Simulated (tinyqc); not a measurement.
# Kinetics of strain relaxation and threading dislocations in mismatched semiconductor layers, step by step

A worked calculation. Computed by tinyqc, a small Python program that keeps every step. Command: `OMP_NUM_THREADS=1 python tinyqc.py 3022076 3022077 out.jsonl threading walk`. One thread of a shared host (Intel(R) Xeon(R) Processor @ 2.30GHz), about 0.01 s of CPU time with the checks. Intermediate numbers are printed to about 6 digits and carried at full precision; extremes and crossings named in words are read from the listed rows.

60-degree dislocations on {111} planes of a (001) layer, isotropic elasticity. The Schmid factor is 1/sqrt(6), and a misfit segment relieves strain with b/2.

Inputs (values chosen for the exercise, modelled on Ge on Si):
```
quantity                                      value          unit
misfit f                                     0.0392             -
shear modulus G                                  57           GPa
Poisson ratio nu                               0.26             -
Burgers vector b                                  4      angstrom
glide activation energy Q                      1.66            eV
velocity prefactor v0                         22000   m/s per MPa
layer thickness h                                26            nm
anneal temperature T                            654             K
anneal time t                                    86             s
initial thread density rho_0                5.5e+07        1/cm^2
multiplication constant delta                  3300           1/m
grading rate (misfit per thickness) R_f      0.0081  1/micrometre
growth temperature of the buffer T_g            715             K
growth rate R_g                                 0.5          nm/s
reaction radius r_A                              58            nm
final thickness of a thick uniform layer H     0.46    micrometre
aspect ratio of a trench                        1.6             -
```

Sources: fixed density of threads.

Constants: k_B = 8.617333262e-05 eV/K.

## Excess stress and glide velocity at the start

Excess resolved stress tau = (1/sqrt 6) [2 G (1 + nu)/(1 - nu)] (e - e_eq), e_eq = b (1 - nu/4) [ln(h/b) + 1]/(4 pi (1 + nu) h), the Matthews-Blakeslee strain of an uncapped layer; glide velocity v = v0 tau exp(-Q/(k_B T)), tau in MPa.

equilibrium strain e_eq = 0.00470085

excess stress tau = 2733.86 MPa

mobility v/tau = 3.55079e-09 m/s per MPa

initial velocity = 9.70737 micrometre/s

The layer carries 8.3 times its equilibrium strain. In the anneal time a thread would run 830 micrometre at this speed. Caution: at stresses above about 1 GPa the linear velocity law understates glide, as stress lowers the kink barrier. Caution: at such misfit the layer islands and relaxes during the first nanometres, so a uniform strained start is an idealisation.

## Relaxation in the anneal

Threads run in two directions, so de/dt = -(b/4) rho v, with rho fixed. With x = e - e_eq, x0 = f - e_eq (fully strained at t = 0) and v = m S x (m the mobility, S x = tau): x = x0 exp(-t/t_r), t_r = 4/(b rho_0 m S). The half time is that at which x = x0/2.

strain left e = 0.0138166

share of the excess strain relieved = 73.5768 %

thread density = 5.50e+07 1/cm^2

half time = 44.7888 s

Relaxation is under way. The misfit lines laid down are 0.0079 micrometre apart. Caution: blocking of threads by crossing misfit lines, left out here, leaves real layers with more strain.

## Anneal temperature

The formulas are those given above.

After the time t:
```
T (K)  first velocity (micrometre/s)  relieved (%)  threads (1/cm^2)  half time (s)
555                      5.07304e-02        0.6931          5.50e+07    8.57044e+03
575                      1.69660e-01        2.2993          5.50e+07    2.56267e+03
598                      6.15431e-01        8.0917          5.50e+07    7.06467e+02
617                      1.65955e+00       20.3503          5.50e+07    2.61988e+02
640                      5.09653e+00       50.2798          5.50e+07    8.53094e+01
655                      1.01539e+01       75.1458          5.50e+07    4.28193e+01
676                      2.53170e+01       96.8917          5.50e+07    1.71735e+01
711                      1.02950e+02       99.9999          5.50e+07    4.22321e+00
```

The half time follows exp(Q/(k_B T)), a decade for each 49 K near 640 K. Relief goes from 20 % at 617 K to 75.1 % at 655 K: with a fixed density the onset is gradual, and more threads relax the layer sooner. Caution: rows with more than 50 % relieved leave out blocking by crossing misfit lines, which slows real layers.

## Graded buffer

In steady grading, strain is fed at R_f R_g and relieved at (b/4) rho v. As a glide-limited estimate, the driving stress is taken as the mean stress of the strained top zone, whose depth z solves R_f z/2 = e_eq(z), with strain R_f z at the surface; tau_g = S R_f z/2 is its mean; then rho = 4 R_f R_g/(b m tau_g), m = v0 exp(-Q/(k_B T_g)), S = (1/sqrt 6) 2 G (1 + nu)/(1 - nu), e_eq(z) = b (1 - nu/4) [ln(z/b) + 1]/(4 pi (1 + nu) z).

depth z of the strained zone = 205.514 nm

stress tau_g = 65.9576 MPa

thread density of the buffer = 1.40124e+06 1/cm^2

buffer thickness f/R_f = 4.83951 micrometre

Raising T_g by 50 K would lower this density by a factor 5.8: fast glide lets few threads do the work.

## Thick uniform layer and trapping in a trench

A separate case, a thick relaxed layer. Pair reactions during growth: d rho/dh = -K rho^2 with K = 2 r_A tan(psi) and threads inclined by psi = 45 degrees (the <110> lines of {111} planes), so rho = 1/(K H) for a layer that starts with far more threads than that, as highly mismatched layers do. In a trench along [110] a thread on {111} rises at 54.74 degrees across the width, and leaves through the wall below the height w tan(54.74 degrees) = sqrt(2) w; the share of threads, evenly spread over the floor, that reach the top is max(0, 1 - a/sqrt 2) for the aspect ratio a.

thread density at H = 1.87406e+09 1/cm^2

share that reaches the top = 0

The trench traps all threads that cross it; those that run along it are not trapped. Thickness alone needs 860 micrometre for 1e6 /cm^2.

Checks made by the program: strain against numerical integration (relative difference below 1e-10).
